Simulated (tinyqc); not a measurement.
## Reverse leakage of an n+-p junction: diffusion, generation, trap-assisted and band-to-band tunnelling: leakage components against the reverse bias

One-sided abrupt junction in the depletion approximation, x from the junction (0) to W on the p side, field F = F0 (1 - x/W). Flat quasi-Fermi levels, long p side. Traps generate through SRH with both lifetimes shortened by 1 + Gamma (Hurkx enhancement, form for moderate fields); band-to-band generation is local and needs a total bending above Eg.

ni = sqrt(Nc Nv) exp(-Eg/(2 Vt)), Eg in volts; Vbi = Vt ln(Na Nd/ni^2); W = sqrt(2 eps0 eps_r (Vbi + VR)/(q Na)); F0 = 2 (Vbi + VR)/W; FG = sqrt(24 mt m0 (kB T)^3)/(q hbar); J_diff = q ni^2 sqrt(Dn/tau)(1 - exp(-VR/Vt))/Na. u = (Vbi + VR)(1 - x/W)^2, p = Na exp(-u/Vt), n = Nd exp((u - Vbi - VR)/Vt); G0 = ni^2 (1 - exp(-VR/Vt))/(tau (n + p + 2 ni cosh(Et/Vt))); Gamma = 2 sqrt(3 pi)(F/FG) exp((F/FG)^2); trap-assisted part G0 Gamma; G_bb = Ab F^2.5 exp(-Bb/F) with F in V/cm, zero unless Vbi + VR > Eg. Currents are q times the integrals over 0 to W; J_bb under 1e-8 of J is printed as 0; rows with F0/FG above 2.2, beyond the range of this Gamma, are left out.

Inputs (values chosen for the exercise); band and dielectric values close to those of silicon: temperature T = 400 K; band gap Eg = 1.13 eV; relative permittivity eps_r = 11.9; conduction-band density of states at T Nc = 4.23e19 cm^-3; valence-band density of states at T Nv = 4.08e19 cm^-3; acceptor density of the lighter side Na = 4.3e16 cm^-3; donor density of the heavier side Nd = 1e19 cm^-3; SRH lifetime of both carriers at zero field tau = 8e-7 s; trap level above the intrinsic level Et = 0 eV; tunnelling mass mt = 0.23 m0; electron diffusion coefficient on the lighter side Dn = 15 cm^2/s; band-to-band prefactor Ab = 7e14 cm^-0.5 V^-2.5 s^-1; band-to-band field constant Bb = 1.95e7 V/cm.

Constants: q = 1.602176634e-19 C, kB = 1.380649e-23 J/K, hbar = 1.054571817e-34 J s, m0 = 9.1093837015e-31 kg, Vt = kB T/q, eps0 = 8.8541878128e-14 F/cm where lengths are in cm. Results are converted to the units shown.

The same in every row: J_bb (A/cm^2) = 0.

Leakage components against the reverse bias:
```
VR (V)  F0 (kV/cm)  F0/FG  J_diff (A/cm^2)  J_SRH (A/cm^2)  J_TAT (A/cm^2)  J (A/cm^2)              largest part
0.2            117  0.215          1.61e-7         1.07e-6         8.99e-7     2.13e-6            SRH generation
0.5            133  0.243          1.61e-7         2.07e-6         2.00e-6     4.24e-6            SRH generation
0.8            147  0.269          1.61e-7         2.90e-6         3.12e-6     6.19e-6  trap-assisted tunnelling
1.1            159  0.293          1.61e-7         3.63e-6         4.26e-6     8.05e-6  trap-assisted tunnelling
1.4            171  0.315          1.61e-7         4.29e-6         5.41e-6     9.86e-6  trap-assisted tunnelling
1.7            182  0.335          1.61e-7         4.89e-6         6.57e-6     1.16e-5  trap-assisted tunnelling
2              193  0.354          1.61e-7         5.45e-6         7.75e-6     1.34e-5  trap-assisted tunnelling
2.3            203  0.372          1.61e-7         5.98e-6         8.94e-6     1.51e-5  trap-assisted tunnelling
2.6            212  0.390          1.61e-7         6.47e-6         1.02e-5     1.68e-5  trap-assisted tunnelling
```

What does the table show?

J rises from 2.13e-6 to 1.68e-5 A/cm^2. SRH generation leads at VR = 0.2, trap-assisted tunnelling from 0.8 on. The ratio J_TAT/J_SRH goes from 0.842 to 1.57 as F0/FG goes from 0.215 to 0.390.

Numbers from tinyqc (`OMP_NUM_THREADS=1 python tinyqc.py 2290068 2290069 out.jsonl`; about 0.01 s on one thread of a shared Intel Xeon 2.30GHz).
